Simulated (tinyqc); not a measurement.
Vibrations of a mass or spring defect in a linear chain: one step, computed by the program tinyqc.

A ring of N atoms with nearest-neighbour springs k and motion along the chain. Atom 1 is the defect, of mass M', and its two springs are k'. All other atoms have the mass M.

Task: Dynamical matrix of the ring. D_ii = (sum of the two springs at i)/M_i, D_ij = -k_ij/sqrt(M_i M_j) for neighbours, closed into a ring.

Inputs (values chosen for the exercise, for a model chain): spring constant k = 2.45 eV/angstrom^2; host mass M = 54.6 u; defect mass M' = 3.52 u; spring ratio k'/k at the defect = 1; atoms in the ring N = 10.

Host: monatomic.

Give: D.

Result:

D (eV/(angstrom^2 u)):
```
[[1.392, -0.177, 0.000, 0.000, 0.000, 0.000, 0.000, 0.000, 0.000, -0.177],
 [-0.177, 0.090, -0.045, 0.000, 0.000, 0.000, 0.000, 0.000, 0.000, 0.000],
 [0.000, -0.045, 0.090, -0.045, 0.000, 0.000, 0.000, 0.000, 0.000, 0.000],
 [0.000, 0.000, -0.045, 0.090, -0.045, 0.000, 0.000, 0.000, 0.000, 0.000],
 [0.000, 0.000, 0.000, -0.045, 0.090, -0.045, 0.000, 0.000, 0.000, 0.000],
 [0.000, 0.000, 0.000, 0.000, -0.045, 0.090, -0.045, 0.000, 0.000, 0.000],
 [0.000, 0.000, 0.000, 0.000, 0.000, -0.045, 0.090, -0.045, 0.000, 0.000],
 [0.000, 0.000, 0.000, 0.000, 0.000, 0.000, -0.045, 0.090, -0.045, 0.000],
 [0.000, 0.000, 0.000, 0.000, 0.000, 0.000, 0.000, -0.045, 0.090, -0.045],
 [-0.177, 0.000, 0.000, 0.000, 0.000, 0.000, 0.000, 0.000, -0.045, 0.090]]
```
